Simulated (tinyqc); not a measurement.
Inside a calculation. Method: plane-wave Kohn-Sham cycle with exchange-only LDA in a layered model solid. One step of it, computed by the program tinyqc.

Question. Iteration 2: levels at that k. Diagonalise the Hermitian matrix.

H (hartree):
```
           -3         -2         -1         +0         +1         +2         +3
-3   3.821967  -0.020990   0.002096   0.000075   0.000000   0.000000   0.000000
-2  -0.020990   1.556218  -0.020990   0.002096   0.000075   0.000000   0.000000
-1   0.002096  -0.020990   0.196768  -0.020990   0.002096   0.000075   0.000000
+0   0.000075   0.002096  -0.020990  -0.256381  -0.020990   0.002096   0.000075
+1   0.000000   0.000075   0.002096  -0.020990   0.196768  -0.020990   0.002096
+2   0.000000   0.000000   0.000075   0.002096  -0.020990   1.556218  -0.020990
+3   0.000000   0.000000   0.000000   0.000075   0.002096  -0.020990   3.821967
```

Give: eigenvalues.

Answer.

eigenvalues (hartree): -0.2583  0.1943  0.2005  1.5563  1.5564  3.8222  3.8222
